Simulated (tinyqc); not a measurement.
## Junction parameters from two forward currents

Inverse problem. D(v) = J1 (exp(v/Vt) - 1) + J2 (exp(v/(2 Vt)) - 1). Find J1, J2 and the voltage 2 Vt ln(J2/J1) near which both parts are equal.

Values chosen for this exercise: temperature T = 358 K.

Constants: q = 1.602176634e-19 C, kB = 1.380649e-23 J/K, Vt = kB T/q. Results are converted to the units shown.

junction voltages (V): 0.26  0.7
currents (uA/um): 1.8004358e-6  0.0048571058

Answer. The current is linear in J1 and J2, so two points give two equations.

J1 = 3.600e-13 uA/um
J2 = 2.700e-8 uA/um
crossover = 0.6926 V

Computed by the program tinyqc: `OMP_NUM_THREADS=1 python tinyqc.py 2182187 2182188 out.jsonl`, one thread of a shared Intel Xeon 2.30GHz, about 0.2 s for the whole run.
